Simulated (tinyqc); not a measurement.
FCI on RHF in the 3-21g basis, for H2, spin multiplicity 1, step by step. One step of it, computed by the program tinyqc.

Question. FCI: roots. Diagonalise (each vector has its largest component positive (the first on a tie)); all determinants have Ms = 0, so triplets appear too. The lowest singlet root is the correlation energy.

Occupation strings over the orbitals (2 doubly, a alpha, b beta, 0 empty; spin orbitals ordered 1a 1b 2a 2b ...): 2000 a0b0 b0a0 0200 0a0b 0020 0b0a 0002

H - E(HF) between determinants (hartree), lower triangle:
```
           2000       a0b0       b0a0       0200       0a0b      0020       0b0a      0002
2000   0.000000
a0b0   0.000000   1.140990
b0a0   0.000000  -0.098504   1.140990
0200   0.110501   0.008425  -0.008425   0.865395
0a0b  -0.080021  -0.123116   0.048592   0.122319   1.769655
0020   0.098504  -0.010579   0.010579   0.037459  -0.037420  2.311309
0b0a   0.080021   0.048592  -0.123116  -0.122319  -0.082187  0.037420   1.769655
0002   0.110385   0.127629  -0.127629   0.082187   0.028208  0.180546  -0.028208  2.818848
```

Give: lowest roots of this matrix, relative to E(HF); lowest vectors; <S^2> of these roots; weight of the ground state by excitation level 0, 1, 2, ....

Answer.

lowest roots of this matrix, relative to E(HF) (hartree): -0.0304  0.8463  1.0340  1.1784  1.6960  1.9207  2.2676  2.9042

lowest vectors:
```
       root 1   root 2  root 3   root 4
2000   0.9873   0.1404  0.0000  -0.0174
a0b0   0.0110  -0.0625  0.7026   0.6781
b0a0  -0.0110   0.0625  0.7026  -0.6781
0200  -0.1314   0.9706  0.0000   0.1249
0a0b   0.0513  -0.1180  0.0801   0.1554
0020  -0.0351  -0.0371  0.0000   0.0395
0b0a  -0.0513   0.1180  0.0801  -0.1554
0002  -0.0342  -0.0334  0.0000  -0.1203
```

<S^2> of these roots: 0.0000  0.0000  2.0000  0.0000  2.0000  0.0000  0.0000  0.0000

weight of the ground state by excitation level 0, 1, 2, ...: 0.9748  0.0002  0.0249
